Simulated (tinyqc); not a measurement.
One level coupled to a phonon between two leads, self-consistent Born approximation: two steps of the calculation.

Wide-band leads with mu_L = +V/2 and mu_R = -V/2; phonons in equilibrium, Nq = 1/(exp(w0/kB T) - 1). Scattering links only energies that differ by w0, so a ladder E_k = E1 + k w0 closes on itself; terms that reach past its ends are dropped. Gn and Gp are the electron and hole parts of the spectral function A = Gn + Gp.

Parameters, values chosen for the exercise:
```
symbol  value  unit                           meaning
T         300     K  temperature of leads and phonons
w0         20   meV                     phonon energy
GL         12   meV         coupling to the left lead
GR        2.6   meV        coupling to the right lead
M         3.4   meV    electron-phonon matrix element
```

Constants: q = 1.602176634e-19 C, kB = 1.380649e-23 J/K, Vt = kB T/q. Results are converted to the units shown.

Task 1. Scattering functions. Sin(E) = M^2 [(Nq + 1) Gn(E + w0) + Nq Gn(E - w0)], Sout(E) = M^2 [(Nq + 1) Gp(E - w0) + Nq Gp(E + w0)]. Nq = 1/(exp(w0/kB T) - 1).

```
rung    Gn (1/meV)    Gp (1/meV)
0     0.0076206418  0.0016533801
1      0.024549520   0.010691495
2       0.14326399    0.12566215
3      0.010543268   0.018994049
4     0.0017608472  0.0066575834
5     4.2710772e-4  0.0034411695
```

Find: Sin; Sout.

Result 1.

```
rung  Sin (meV)  Sout (meV)
0       0.52684     0.10585
1        3.1499      1.2796
2       0.46931     0.41749
3        1.4562      2.7627
4       0.11355     0.44169
5      0.017433     0.14287
```

Task 2. Currents on the rungs. Spectral currents into the level: iL = GL [fL Gp - (1 - fL) Gn], iR = GR [fR Gp - (1 - fR) Gn].

```
rung  converged Gn (1/meV)  converged Gp (1/meV)          fL           fR
0             0.0079905814          0.0017260811  0.87581986   0.57202379
1              0.029233284           0.012541483  0.76491052   0.38142090
2               0.13391429            0.11754855  0.60016631   0.22146384
3              0.012477209           0.022728580  0.40915095   0.11600781
4             0.0018322527          0.0069391329  0.24211645  0.057085514
5             4.3177362e-4          0.0034794943  0.12844866  0.027170956
```

Wanted: iL; iR; iL + iR; sum of iL.

Result 2.

```
rung       iL        iR  iL + iR (1e-3)
0     0.00623  -0.00632         -0.0907
1     0.03265  -0.03458         -1.9306
2     0.20406  -0.20338          0.6795
3     0.02313  -0.02182          1.3053
4     0.00350  -0.00346          0.0353
5     0.00085  -0.00085          0.0012
```

sum of iL = 0.27042

On a single rung iL + iR need not vanish (largest 0.0019), since phonons move electrons between rungs; summed over the ladder it does.

Range of the model: The self-consistent Born approximation keeps only non-crossing phonon lines and no Hartree shift; it is rough once the coupling nears the phonon energy.

Program tinyqc, `OMP_NUM_THREADS=1 python tinyqc.py 2720131 2720132 out.jsonl`; Intel Xeon 2.30GHz, shared host, one thread, about 0.08 s.
